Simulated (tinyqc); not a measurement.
Inside a calculation. Model: reset of a mushroom phase-change cell, hemispherical electro-thermal model.

Numbers from tinyqc (`OMP_NUM_THREADS=1 python tinyqc.py 2490121 2490122 out.jsonl`; about 0.01 s on one thread of a shared Intel Xeon 2.30GHz). Printed values are rounded.

Current spreads from a hemispherical contact of radius r0 into a large dome with constant rho and ka: j = I/(2 pi r^2). With s = r0/r the steady rise is T - T0 = c (b s - s^2), c = I^2 rho/(8 pi^2 ka r0^2). The heat lost through the heater, (T(r0) - T0)/Rh, fixes b = (2 + g)/(1 + g), g = 1/(2 pi ka r0 Rh).

Inputs (values chosen for the exercise); values of the order of Ge-Sb-Te and related chalcogenides: ambient temperature T0 = 300 K; melting point Tm = 871 K; radius of the heater contact r0 = 40 nm; resistivity of the hot chalcogenide rho = 7.3 mohm cm; its thermal conductivity ka = 1.26 W/(m K); thermal resistance of the path through the heater Rh = 10 K/uW; reset current I = 1600 uA.

Range of the model: Constant properties, no latent heat, thermoelectric terms, boundary resistance or heating in the heater itself.

## Constants and melting current

The peak lies at s = b/2 with the rise c b^2/4; melting starts at the current where that equals Tm - T0, and the molten shell spans the roots of s^2 - b s + (Tm - T0)/c = 0 (s at most 1). Electrical resistance rho/(2 pi r0).

g = 0.315784
b = 1.76000
resistance = 0.290458 kohm
radius of the peak = 45.4545 nm
melting current = 1267.98 uA
power at that current = 466.992 uW

## Temperature profile and molten shell

r, point 0 to 7 (nm): 40  46  54  64  80  104  140  200

As before.

c = 1174.04 K
T, point 0 to 7 (K): 1192.27  1209.05  1186.41  1132.84  1039.65  921.061  794.535  666.301
peak T = 1209.18 K
inner radius of the melt = 40 nm
outer radius of the melt = 116.516 nm

The melt reaches the contact. In this hemispherical model any closed shell already blocks the current after the quench.
